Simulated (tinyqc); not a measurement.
From results back to parameters: hole subbands of a hard-walled well, four-band Luttinger model.

Problem. At k = 0 in a hard-walled well HHn = c (g1 - 2 g2)(n pi/L)^2 - Z0 and LHn = c (g1 + 2 g2)(n pi/L)^2 + Z0, c = hbar^2/2m0. Two spacings were computed from hidden g1 and g2.

Constants: hbar^2/2m0 = 3.80998211 eV angstrom^2.

Parameters, chosen for this exercise (out of a larger set: near those of Ge; not measured data): L = 140 angstrom (well width along [001]); Z0 = -0.0511 eV (shear strain energy).

HH2 - HH1 = 28.145 meV
LH1 - HH1 = -69.585 meV

Find: u = c (pi/L)^2; g2; g1.
Solution. HH2 - HH1 = 3u (g1 - 2 g2) and LH1 - HH1 = 4 u g2 + 2 Z0.

u = c (pi/L)^2 = 1.919 meV
g2 = 4.25
g1 = 13.39

tinyqc: `OMP_NUM_THREADS=1 python tinyqc.py 1251530 1251531 out.jsonl`; about 0.8 s, one thread, shared Intel(R) Xeon(R) Processor @ 2.30GHz.
